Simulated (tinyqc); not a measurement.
Sublattice potential against complex hopping: Haldane model. Computed by the program tinyqc. Command: `OMP_NUM_THREADS=1 python tinyqc.py 114365 114366 out.jsonl`; one thread of a shared host (Intel(R) Xeon(R) Processor @ 2.60GHz), about 0.08 s.

Honeycomb lattice:

| parameter | value |
|---|---|
| t1 (eV) | 2.500000 |
| t2 (eV) | 0.200000 |
| phi (rad) | -2.300000 |

H_AA = delta - 2 t2 sum cos(k.b + phi), H_BB = -delta - 2 t2 sum cos(k.b - phi), H_AB = -t1 (1 + exp(-i k.a1) + exp(-i k.a2)), b = a1, a2 - a1, -a2, m = 3 sqrt3 t2 sin(phi); the sign of the Chern number follows the orientation k1 then k2.

Gaps at the two valleys (eV) and Chern number of the lower band (12 x 12 mesh):

| delta | gap 2\|delta - m\| | gap 2\|delta + m\| | Chern number |
|---|---|---|---|
| -1.3950 | 1.2401 | 4.3399 | 0 |
| -1.0070 | 0.4641 | 3.5639 | 0 |
| -0.4650 | 0.6199 | 2.4799 | 1 |
| 0.0000 | 1.5499 | 1.5499 | 1 |
| 0.3100 | 2.1699 | 0.9299 | 1 |
| 0.5810 | 2.7119 | 0.3879 | 1 |
| 0.9690 | 3.4879 | 0.3881 | 0 |
| 1.5500 | 4.6499 | 1.5501 | 0 |

Here |m| = 0.7750 eV. For |delta| < |m| the two valleys have masses of opposite sign and the Chern number is +/-1; one gap closes at |delta| = |m|, and beyond it the band is trivial.
